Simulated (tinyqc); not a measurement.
Inside a calculation. Method: Hueckel theory of the pi electrons, for the molecule Clc1ccc2c(c1)C=C2 (SMILES; centres numbered as the heavy atoms are written). Computed by tinyqc, a small Python program that keeps every step. Settings: charge = 0. Command: `OMP_NUM_THREADS=1 python tinyqc.py 22622 22623 out.jsonl` (the two numbers bound the seeds that draw the settings). One thread of a shared host (Intel(R) Xeon(R) Processor @ 2.60GHz), about 0.01 s of CPU time with the checks.

## The Hueckel matrix

Centres:
```
centre  z_r, pi electrons of the neutral centre       h
1Cl                                           2  1.8800
2C                                            1  0.0000
3C                                            1  0.0000
4C                                            1  0.0000
5C                                            1  0.0000
6C                                            1  0.0000
7C                                            1  0.0000
8C                                            1  0.0000
9C                                            1  0.0000
```

Bonds:
```
i  j       k
1  2  0.4100
2  3       1
3  4       1
4  5       1
5  6       1
6  7       1
6  8       1
8  9       1
7  2       1
9  5       1
```

H_rr = alpha + h_r beta, H_rs = k_rs beta for bonded centres.

Hueckel matrix in units of beta (H = alpha + beta A):
```
        1Cl      2C      3C      4C      5C      6C      7C      8C
1Cl  1.8800  0.4100  0.0000  0.0000  0.0000  0.0000  0.0000  0.0000
2C   0.4100  0.0000  1.0000  0.0000  0.0000  0.0000  1.0000  0.0000
3C   0.0000  1.0000  0.0000  1.0000  0.0000  0.0000  0.0000  0.0000
4C   0.0000  0.0000  1.0000  0.0000  1.0000  0.0000  0.0000  0.0000
5C   0.0000  0.0000  0.0000  1.0000  0.0000  1.0000  0.0000  0.0000
6C   0.0000  0.0000  0.0000  0.0000  1.0000  0.0000  1.0000  1.0000
7C   0.0000  1.0000  0.0000  0.0000  0.0000  1.0000  0.0000  0.0000
8C   0.0000  0.0000  0.0000  0.0000  0.0000  1.0000  0.0000  0.0000
9C   0.0000  0.0000  0.0000  0.0000  1.0000  0.0000  0.0000  1.0000

         9C
1Cl  0.0000
2C   0.0000
3C   0.0000
4C   0.0000
5C   1.0000
6C   0.0000
7C   0.0000
8C   1.0000
9C   0.0000
```

## Orbitals

pi electrons, sum of z_r less the charge = 10

Diagonalise; E = alpha + x beta with beta < 0, so the largest x are filled first; degenerate levels share their electrons. P = sum n_i c_ri c_si; each orbital has its largest coefficient positive (the first on a tie).

x values: 2.3761  1.9994  1.3898  1.0797  0.2532  -0.2694  -1.0990  -1.4922  -2.3577

occupations: 2.0000  2.0000  2.0000  2.0000  2.0000  0.0000  0.0000  0.0000  0.0000

coefficients:
```
        MO1      MO2      MO3      MO4      MO5      MO6      MO7      MO8
1Cl  0.2194   0.8861  -0.3617  -0.1443  -0.0746  -0.0572   0.0347  -0.0671
2C   0.2655   0.2582   0.4325   0.2816   0.2961   0.2999  -0.2520   0.5518
3C   0.2343   0.1057   0.5505  -0.2060   0.3134  -0.2871  -0.2713  -0.5335
4C   0.2913  -0.0467   0.3326  -0.5040  -0.2168  -0.2226   0.5501   0.2444
5C   0.4579  -0.1991  -0.0882  -0.3382  -0.3683   0.3470  -0.3333   0.1689
6C   0.4628  -0.1640  -0.1561   0.3330  -0.3487  -0.3618  -0.3349  -0.1603
7C   0.3065   0.0471   0.1989   0.5692  -0.2079   0.2297   0.5340  -0.2624
8C   0.3353  -0.1758  -0.3275   0.1286   0.4879  -0.4793   0.1673   0.3326
9C   0.3338  -0.1875  -0.2992  -0.1942   0.4723   0.4909   0.1510  -0.3361

         MO9
1Cl  -0.0218
2C    0.2257
3C   -0.2226
4C    0.2991
5C   -0.4826
6C    0.4831
7C   -0.3006
8C   -0.3557
9C    0.3556
```

charge and bond-order matrix P:
```
         1Cl       2C       3C       4C       5C       6C       7C       8C
1Cl   1.9811   0.1357  -0.0953  -0.0178   0.0644  -0.0186  -0.0591  -0.0373
2C    0.1357   0.9823   0.7248   0.0060  -0.3446   0.0071   0.5565   0.1653
3C   -0.0953   0.7248   1.0196   0.5646  -0.0162  -0.3454   0.0078   0.0122
4C   -0.0178   0.0060   0.5646   0.9973   0.7273  -0.0033  -0.1771  -0.3472
5C    0.0644  -0.3446  -0.0162   0.7273   1.0142   0.5483  -0.0051  -0.0115
6C   -0.0186   0.0071  -0.3454  -0.0033   0.5483   0.9958   0.7302   0.2155
7C   -0.0591   0.5565   0.0078  -0.1771  -0.0051   0.7302   1.0058   0.0022
8C   -0.0373   0.1653   0.0122  -0.3472  -0.0115   0.2155   0.0022   1.0103
9C    0.0161  -0.0080   0.1634   0.0040   0.2166   0.0051  -0.3494   0.8966

          9C
1Cl   0.0161
2C   -0.0080
3C    0.1634
4C    0.0040
5C    0.2166
6C    0.0051
7C   -0.3494
8C    0.8966
9C    0.9936
```

## Energy, charges, bond orders

E = sum n x; q_r = z_r - P_rr; bond order p = P_rs; free valence = sqrt(3) - sum of p over the bonds of the atom.

pi energy = 10 alpha + this times beta = 14.1965

pi charges: 1Cl 0.0189, 2C 0.0177, 3C -0.0196, 4C 0.0027, 5C -0.0142, 6C 0.0042, 7C -0.0058, 8C -0.0103, 9C 0.0064

Bond orders and lengths from R = 1.517 - 0.180 p (angstrom, C-C alone):
```
bond       p       R
1-2   0.1357       -
2-3   0.7248  1.3865
3-4   0.5646  1.4154
4-5   0.7273  1.3861
5-6   0.5483  1.4183
6-7   0.7302  1.3856
6-8   0.2155  1.4782
8-9   0.8966  1.3556
7-2   0.5565  1.4168
9-5   0.2166  1.4780
```

free valence of the carbons: 2C 0.3150, 3C 0.4427, 4C 0.4402, 5C 0.2399, 6C 0.2380, 7C 0.4453, 8C 0.6199, 9C 0.6188

gap between the highest filled and the next level = 0.5226 |beta|
